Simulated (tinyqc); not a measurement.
Mesh against broadening: interband optics of a two-band s-p chain from momentum matrix elements.

H(k) = [[Es - 2 ts cos ka, 2i V sin ka], [-2i V sin ka, Ep_ + 2 tp cos ka]] in the basis s, p; the lower band is full, with two electrons a cell. The velocity operator times hbar is W = dH/dk (eV angstrom); intra-atomic dipoles are left out.

With w(k) = |<c|W|v>|^2 and D(k) = Ec - Ev, on the mesh k_j = (j + 1/2)/N (2 pi/a): eps(E) = 1 + (8 pi e2/(a Ar)) mean_j (w/D^2) [1/(D - E - i eta) + 1/(D + E + i eta)], e2 = e^2/(4 pi eps0); light polarised along the chains, no local fields.

Constants: e^2/(4 pi eps0) = 14.39964547 eV angstrom.

Parameters, chosen for this exercise: a = 3.08 angstrom (period); Es = 2.32 eV (upper orbital (s)); Ep_ = -3.47 eV (lower orbital (p)); ts = 0.68 eV (s-s hopping); tp = 0.67 eV (p-p hopping); V = 1.43 eV (s-p hopping); Ar = 6.9 angstrom^2 (cross-section per chain); E = 3.33 eV (photon energy).

eps2 at E for three widths, and eps(0) at eta = 0; the last row is the mesh of 2000 points.

Convergence:
```
N     eta = 0.03 eV  eta = 0.1 eV  eta = 0.3 eV   eps(0)
4             0.011         0.038         0.114   2.6900
8             0.722         2.351         5.882   7.0529
16          387.834       118.443        39.687  10.0062
32            8.825        23.534        26.701  10.1949
64           16.348        34.218        28.323  10.1952
128          27.965        38.794        28.360  10.1952
2000         40.838        39.167        28.360  10.1952
```

How do the results move, and what explains it?

The first N from which eps2 stays within 2 % of the last row is above 128 for eta = 0.03, 128 for 0.1 and 64 for 0.3 eV; for eps(0) and 0.1 % it is 32. E lies inside the range of transitions, so as a rule the spacing of D between mesh points must fall below eta (less so where the weight w is small at E).

Run: tinyqc, `OMP_NUM_THREADS=1 python tinyqc.py 1682404 1682405 out.jsonl`; Intel(R) Xeon(R) Processor @ 2.30GHz, one thread, shared host; about 0.02 s of CPU time with all checks.
